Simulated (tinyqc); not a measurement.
Hueckel theory of the pi electrons, for the molecule c1ccc(-c2ccccc2)cc1 (SMILES; centres numbered as the heavy atoms are written), step by step. Computed by tinyqc, a small Python program that keeps every step. Settings: charge = 0. Command: `OMP_NUM_THREADS=1 python tinyqc.py 24752 24753 out.jsonl` (the two numbers bound the seeds that draw the settings). One thread of a shared host (Intel(R) Xeon(R) Processor @ 2.60GHz), about 0.01 s of CPU time with the checks.

## The Hueckel matrix

Centres:
```
centre  z_r, pi electrons of the neutral centre         h
1C                                            1  0.000000
2C                                            1  0.000000
3C                                            1  0.000000
4C                                            1  0.000000
5C                                            1  0.000000
6C                                            1  0.000000
7C                                            1  0.000000
8C                                            1  0.000000
9C                                            1  0.000000
10C                                           1  0.000000
11C                                           1  0.000000
12C                                           1  0.000000
```

Bonds:
```
i    j  k
1    2  1
2    3  1
3    4  1
4    5  1
5    6  1
6    7  1
7    8  1
8    9  1
9   10  1
4   11  1
11  12  1
12   1  1
10   5  1
```

H_rr = alpha + h_r beta, H_rs = k_rs beta for bonded centres.

Hueckel matrix in units of beta (H = alpha + beta A), order 1C, 2C, 3C, 4C, 5C, 6C, 7C, 8C, 9C, 10C, 11C, 12C:
```
[[0.000000, 1.000000, 0.000000, 0.000000, 0.000000, 0.000000, 0.000000, 0.000000, 0.000000, 0.000000, 0.000000, 1.000000],
 [1.000000, 0.000000, 1.000000, 0.000000, 0.000000, 0.000000, 0.000000, 0.000000, 0.000000, 0.000000, 0.000000, 0.000000],
 [0.000000, 1.000000, 0.000000, 1.000000, 0.000000, 0.000000, 0.000000, 0.000000, 0.000000, 0.000000, 0.000000, 0.000000],
 [0.000000, 0.000000, 1.000000, 0.000000, 1.000000, 0.000000, 0.000000, 0.000000, 0.000000, 0.000000, 1.000000, 0.000000],
 [0.000000, 0.000000, 0.000000, 1.000000, 0.000000, 1.000000, 0.000000, 0.000000, 0.000000, 1.000000, 0.000000, 0.000000],
 [0.000000, 0.000000, 0.000000, 0.000000, 1.000000, 0.000000, 1.000000, 0.000000, 0.000000, 0.000000, 0.000000, 0.000000],
 [0.000000, 0.000000, 0.000000, 0.000000, 0.000000, 1.000000, 0.000000, 1.000000, 0.000000, 0.000000, 0.000000, 0.000000],
 [0.000000, 0.000000, 0.000000, 0.000000, 0.000000, 0.000000, 1.000000, 0.000000, 1.000000, 0.000000, 0.000000, 0.000000],
 [0.000000, 0.000000, 0.000000, 0.000000, 0.000000, 0.000000, 0.000000, 1.000000, 0.000000, 1.000000, 0.000000, 0.000000],
 [0.000000, 0.000000, 0.000000, 0.000000, 1.000000, 0.000000, 0.000000, 0.000000, 1.000000, 0.000000, 0.000000, 0.000000],
 [0.000000, 0.000000, 0.000000, 1.000000, 0.000000, 0.000000, 0.000000, 0.000000, 0.000000, 0.000000, 0.000000, 1.000000],
 [1.000000, 0.000000, 0.000000, 0.000000, 0.000000, 0.000000, 0.000000, 0.000000, 0.000000, 0.000000, 1.000000, 0.000000]]
```

## Orbitals

pi electrons, sum of z_r less the charge = 12

Diagonalise; E = alpha + x beta with beta < 0, so the largest x are filled first; degenerate levels share their electrons. P = sum n_i c_ri c_si; each orbital has its largest coefficient positive (the first on a tie).

x values: [2.278414, 1.891220, 1.317431, 1.000000, 1.000000, 0.704624, -0.704624, -1.000000, -1.000000, -1.317431, -1.891220, -2.278414]

occupations: [2.000000, 2.000000, 2.000000, 2.000000, 2.000000, 2.000000, 0.000000, 0.000000, 0.000000, 0.000000, 0.000000, 0.000000]

coefficients, order 1C, 2C, 3C, 4C, 5C, 6C, 7C, 8C, 9C, 10C, 11C, 12C:
```
[[0.183073, 0.339862, 0.438831, 0.000000, 0.000000, 0.398002, 0.398002, 0.000000, 0.000000, 0.438831, 0.339862, -0.183073],
 [0.208558, 0.321377, 0.289065, 0.477909, -0.146979, 0.140221, -0.140221, 0.464929, -0.183959, -0.289065, -0.321377, 0.208558],
 [0.292109, 0.267932, -0.058008, 0.477909, -0.146979, -0.299199, -0.299199, -0.464929, 0.183959, -0.058008, 0.267932, -0.292109],
 [0.456986, 0.185342, -0.365487, 0.000000, 0.000000, -0.351043, 0.351043, 0.000000, 0.000000, 0.365487, -0.185342, 0.456986],
 [0.456986, -0.185342, -0.365487, 0.000000, 0.000000, 0.351043, 0.351043, 0.000000, 0.000000, -0.365487, -0.185342, -0.456986],
 [0.292109, -0.267932, -0.058008, 0.146979, 0.477909, 0.299199, -0.299199, 0.183959, 0.464929, 0.058008, 0.267932, 0.292109],
 [0.208558, -0.321377, 0.289065, 0.146979, 0.477909, -0.140221, -0.140221, -0.183959, -0.464929, 0.289065, -0.321377, -0.208558],
 [0.183073, -0.339862, 0.438831, 0.000000, 0.000000, -0.398002, 0.398002, 0.000000, 0.000000, -0.438831, 0.339862, 0.183073],
 [0.208558, -0.321377, 0.289065, -0.146979, -0.477909, -0.140221, -0.140221, 0.183959, 0.464929, 0.289065, -0.321377, -0.208558],
 [0.292109, -0.267932, -0.058008, -0.146979, -0.477909, 0.299199, -0.299199, -0.183959, -0.464929, 0.058008, 0.267932, 0.292109],
 [0.292109, 0.267932, -0.058008, -0.477909, 0.146979, -0.299199, -0.299199, 0.464929, -0.183959, -0.058008, 0.267932, -0.292109],
 [0.208558, 0.321377, 0.289065, -0.477909, 0.146979, 0.140221, -0.140221, -0.464929, 0.183959, -0.289065, -0.321377, 0.208558]]
```

charge and bond-order matrix P, order 1C, 2C, 3C, 4C, 5C, 6C, 7C, 8C, 9C, 10C, 11C, 12C:
```
[[1.000000, 0.660128, 0.000000, -0.306900, 0.000000, 0.112086, 0.000000, -0.095646, 0.000000, 0.112086, 0.000000, 0.660128],
 [0.660128, 1.000000, 0.676614, 0.000000, -0.041365, 0.000000, 0.008220, 0.000000, 0.008220, 0.000000, -0.323386, 0.000000],
 [0.000000, 0.676614, 1.000000, 0.618763, 0.000000, -0.145230, 0.000000, 0.112086, 0.000000, -0.145230, 0.000000, -0.323386],
 [-0.306900, 0.000000, 0.618763, 1.000000, 0.369667, 0.000000, -0.041365, 0.000000, -0.041365, 0.000000, 0.618763, 0.000000],
 [0.000000, -0.041365, 0.000000, 0.369667, 1.000000, 0.618763, 0.000000, -0.306900, 0.000000, 0.618763, 0.000000, -0.041365],
 [0.112086, 0.000000, -0.145230, 0.000000, 0.618763, 1.000000, 0.676614, 0.000000, -0.323386, 0.000000, -0.145230, 0.000000],
 [0.000000, 0.008220, 0.000000, -0.041365, 0.000000, 0.676614, 1.000000, 0.660128, 0.000000, -0.323386, 0.000000, 0.008220],
 [-0.095646, 0.000000, 0.112086, 0.000000, -0.306900, 0.000000, 0.660128, 1.000000, 0.660128, 0.000000, 0.112086, 0.000000],
 [0.000000, 0.008220, 0.000000, -0.041365, 0.000000, -0.323386, 0.000000, 0.660128, 1.000000, 0.676614, 0.000000, 0.008220],
 [0.112086, 0.000000, -0.145230, 0.000000, 0.618763, 0.000000, -0.323386, 0.000000, 0.676614, 1.000000, -0.145230, 0.000000],
 [0.000000, -0.323386, 0.000000, 0.618763, 0.000000, -0.145230, 0.000000, 0.112086, 0.000000, -0.145230, 1.000000, 0.676614],
 [0.660128, 0.000000, -0.323386, 0.000000, -0.041365, 0.000000, 0.008220, 0.000000, 0.008220, 0.000000, 0.676614, 1.000000]]
```

Within a degenerate level the vectors are fixed only up to a rotation; this is one choice.

## Energy, charges, bond orders

E = sum n x; q_r = z_r - P_rr; bond order p = P_rs; free valence = sqrt(3) - sum of p over the bonds of the atom.

pi energy = 12 alpha + this times beta = 16.383377

pi charges: [0.000000, 0.000000, 0.000000, 0.000000, 0.000000, 0.000000, 0.000000, 0.000000, 0.000000, 0.000000, 0.000000, 0.000000]

Bond orders and lengths from R = 1.517 - 0.180 p (angstrom, C-C alone):
```
bond          p         R
1-2    0.660128  1.398177
2-3    0.676614  1.395209
3-4    0.618763  1.405623
4-5    0.369667  1.450460
5-6    0.618763  1.405623
6-7    0.676614  1.395209
7-8    0.660128  1.398177
8-9    0.660128  1.398177
9-10   0.676614  1.395209
4-11   0.618763  1.405623
11-12  0.676614  1.395209
12-1   0.660128  1.398177
10-5   0.618763  1.405623
```

free valence of the carbons: [0.411795, 0.395309, 0.436673, 0.124857, 0.124857, 0.436673, 0.395309, 0.411795, 0.395309, 0.436673, 0.436673, 0.395309]

gap between the highest filled and the next level = 1.409249 |beta|
